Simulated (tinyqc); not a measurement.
# Field emission through a triangular barrier, exact transmission by Airy functions: two studies

The left lead has its band edge at 0; for x > 0 the edge falls without end, U(x) = U0 - F x, with mass m1. No transverse momentum; C = hbar^2/(2 m0); psi and psi'/m are continuous at x = 0. The outgoing solution is Bi(z) + i Ai(z).

Values chosen for this exercise; U0 - E and the mass are of the order of those of hafnium oxide on silicon:
```
symbol  value  unit                meaning
mL       0.71    m0  mass in the left lead
U0       1.87    eV  barrier edge at x = 0
m1       0.21    m0    mass in the barrier
E        0.44    eV        electron energy
F        0.51  V/nm   field in the barrier
```

Constants: q = 1.602176634e-19 C, hbar = 1.054571817e-34 J s, m0 = 9.1093837015e-31 kg, hbar^2/(2 m0) = 0.0380998212 eV nm^2. Results are converted to the units shown.

Each table varies one quantity; the others keep the values above.

## Exact and WKB transmission against field

Energy scale e = (C F^2/m1)^(1/3), z(x) = (U(x) - E)/e, s = (dz/dx)/m1 = -F/(e m1); v = k/m in a lead. With the Airy functions at z = z(0): g = s (Bi' + i Ai')/(Bi + i Ai), r = (i vL - g)/(i vL + g), T(E) = 1 - |r|^2 = 4 vL Im(g)/|i vL + g|^2, vL = sqrt(mL E/C)/mL. WKB: exp(-S), S = (4/(3 F)) sqrt(m1/C) [max(U0 - E, 0)^1.5]. For large z the ratio tends to c = 4 g0/(1 + g0^2), g0 = K/(m1 vL), K = sqrt(m1 (U0 - E)/C).

The same in every row: c = 1.1060.

Exact and WKB transmission against field:
```
F (V/nm)    z(0)  T(E), exact     exp(-S)   ratio
0.16      8.5708   3.3004e-15  2.9536e-15  1.1174
0.22      6.9314   3.0405e-11  2.7101e-11  1.1219
0.28      5.9020    5.6118e-9   4.9813e-9  1.1266
0.37      4.9012    5.9081e-7   5.2108e-7  1.1338
0.49      4.0642    2.0610e-5   1.8015e-5  1.1441
0.64      3.4013    2.6999e-4   2.3312e-4  1.1581
0.84      2.8374    0.0020132   0.0017078  1.1788
1.1       2.3705    0.0092939   0.0077019  1.2067
1.5       1.9277     0.035063    0.028195  1.2436
```

The exact T(E) rises from 3.30e-15 to 0.0351; ln exp(-S) is linear in 1/F with slope -5.353 V/nm, and the exact values give -5.355 V/nm between the first two rows. At the largest z (8.57) the ratio is 1.0 % above c, at the smallest (1.93) 12 % above it. In 2 of the 9 rows the field exceeds 10 MV/cm (up to 15.0), more than most dielectrics sustain; the model ignores breakdown.

## Effect of the barrier mass

Same model as above.

Result of one run:
```
m1 (m0)   z(0)  T(E), exact   exp(-S)  ratio       c
0.16     3.614     1.080e-4  1.050e-4  1.028  0.9850
```

What becomes of these results when the mass in the barrier m1 is changed from 0.16 to 0.44 m0, all else the same?

Result of the changed run:
```
m1 (m0)   z(0)  T(E), exact   exp(-S)  ratio      c
0.44     5.064     3.775e-7  2.523e-7  1.496  1.467
```

The whole series:
```
m1 (m0)   z(0)  T(E), exact   exp(-S)   ratio       c
0.056    2.547     0.002943  0.004427  0.6648  0.6084
0.079    2.857     0.001228  0.001600  0.7676  0.7156
0.11     3.190     4.427e-4  5.023e-4  0.8815  0.8336
0.16     3.614     1.080e-4  1.050e-4   1.028  0.9850
0.22     4.019     2.520e-5  2.160e-5   1.167   1.128
0.31     4.506     3.842e-6  2.895e-6   1.327   1.292
0.44     5.064     3.775e-7  2.523e-7   1.496   1.467
0.61     5.646     2.810e-8  1.702e-8   1.651   1.627
```

The exact T(E) falls from 0.00294 to 2.81e-8, while S grows with the square root of m1; the ratio to WKB rises from 0.665 to 1.65. At the largest z (5.65) the ratio is 1.5 % above c, at the smallest (2.55) 9.3 % above it.

Range of the model: Masses are held fixed, although real bands cease to be parabolic a few tenths of an eV from their edges.

Program tinyqc, `OMP_NUM_THREADS=1 python tinyqc.py 2580019 2580020 out.jsonl`; Intel Xeon 2.30GHz, shared host, one thread, about 0.01 s.
